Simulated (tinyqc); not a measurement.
Finite-difference solution of the diffusion equation on a small grid: one step, computed by the program tinyqc.

dC/dt = D d2C/dx2 on nodes x_j = j dx, j = 0..11; the far end is sealed.

Question. Time step 1. With r = D dt/dx^2: (1 - theta r M) C(new) = (1 + (1 - theta) r M) C(old); theta = 0 explicit, 1 implicit, 1/2 Crank-Nicolson.

Boundary at x = 0: sealed surface. Scheme: explicit.

operator M:
```
,0,1,2,3,4,5,6,7,8,9,10,11
0,-2,2,0,0,0,0,0,0,0,0,0,0
1,1,-2,1,0,0,0,0,0,0,0,0,0
2,0,1,-2,1,0,0,0,0,0,0,0,0
3,0,0,1,-2,1,0,0,0,0,0,0,0
4,0,0,0,1,-2,1,0,0,0,0,0,0
5,0,0,0,0,1,-2,1,0,0,0,0,0
6,0,0,0,0,0,1,-2,1,0,0,0,0
7,0,0,0,0,0,0,1,-2,1,0,0,0
8,0,0,0,0,0,0,0,1,-2,1,0,0
9,0,0,0,0,0,0,0,0,1,-2,1,0
10,0,0,0,0,0,0,0,0,0,1,-2,1
11,0,0,0,0,0,0,0,0,0,0,2,-2
```

mesh ratio r = 0.129

C at the start (%): [77.80, 100.00, 73.00, 15.00, 1.35, 0.00, 0.00, 0.00, 0.00, 0.00, 0.00, 0.00]

Give: C after step 1.

Answer.

C after step 1 (%): [83.52760, 93.65320, 69.00100, 20.72115, 2.93670, 0.17415, 0.00000, 0.00000, 0.00000, 0.00000, 0.00000, 0.00000]
